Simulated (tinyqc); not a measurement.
Inside a calculation. Model: resistance of a source-drain extension with a graded tip.

Program tinyqc, `OMP_NUM_THREADS=1 python tinyqc.py 2282133 2282134 out.jsonl`; Intel Xeon 2.30GHz, shared host, one thread, about 0.06 s. Printed values are rounded.

y runs along the channel, the gate covers y > 0. The doping is N0 for y < y0 and N0 10^(-(y - y0)/la) beyond, uniform over the depth xj. Sheet conductance s(y) = q mu(N) max(N - Nch, 0) xj + (for y > 0) ma Cox Vo, with mu(N) = u0 + (u1 - u0)/(1 + (N/Nr)^au) and Cox = eps0 eox/tox. Current is taken as one-dimensional; depletion of the tip, spreading and the contact are left out. The metallurgical junction lies at yj, where N = Nch.

Parameters, values chosen for the exercise; mobility law close to that of holes in silicon: relative permittivity of the gate insulator (close to silicon nitride) eox = 7.31; insulator thickness tox = 6.9 nm; active doping of the extension far from the gate N0 = 1.9e20 cm^-3; lateral abruptness la = 4.6 nm/decade; position under the gate where the fall begins (gate edge at 0) y0 = 2.3 nm; depth of the extension xj = 15 nm; channel doping Nch = 6.6e17 cm^-3; gate overdrive Vo = 0.45 V; mobility of the gate-induced layer ma = 44 cm^2/(V s); mobility at low doping u1 = 470.5 cm^2/(V s); mobility at high doping u0 = 44.9 cm^2/(V s); reference doping Nr = 2.23e17 cm^-3; exponent au = 0.719; gate length Lg = 45 nm.

Constants: q = 1.602176634e-19 C, eps0 = 8.8541878128e-14 F/cm where lengths are in cm. Results are converted to the units shown.

## Sheet resistances and junction position

yj = y0 + la log10(N0/Nch); sheet resistance of the full extension 1/[q mu(N0)(N0 - Nch) xj] and of the gate-induced layer 1/(ma Cox Vo); metallurgical length Lg - 2 yj; ye is where the doped and the gate-induced conductances are equal.

yj = 13.6124 nm
sheet resistance of the extension = 455.933 ohm/square
sheet resistance of the induced layer = 53841.6 ohm/square
metallurgical length = 17.7753 nm
ye = 12.4146 nm
N at ye = 1.20208e18 cm^-3

The gate takes over 1.20 nm before the junction, where N is still 1.82 times the channel doping.

## Resistance of the overlapped part

Midpoint rule on 8 equal steps from 0 to yj: R_ov = sum h/s(y), per width.

```
point	y (nm)	N (cm^-3)	doped conductance (uS)	sheet resistance (ohm/square)
0	0.850773	1.9e20	2193.30	452.105
1	2.55232	1.67456e20	1944.63	509.371
2	4.25386	7.14497e19	876.425	1117.32
3	5.95541	3.04859e19	408.197	2343.18
4	7.65696	1.30076e19	197.652	4624.81
5	9.35850	5.55005e18	97.8841	8586.85
6	11.0600	2.36808e18	45.4459	15620.4
7	12.7616	1.01040e18	12.8237	31850.5
```

R_ov = 110.78 ohm um

The exact integral is 114.96 ohm um; the coarse sum is 3.6 % below it.
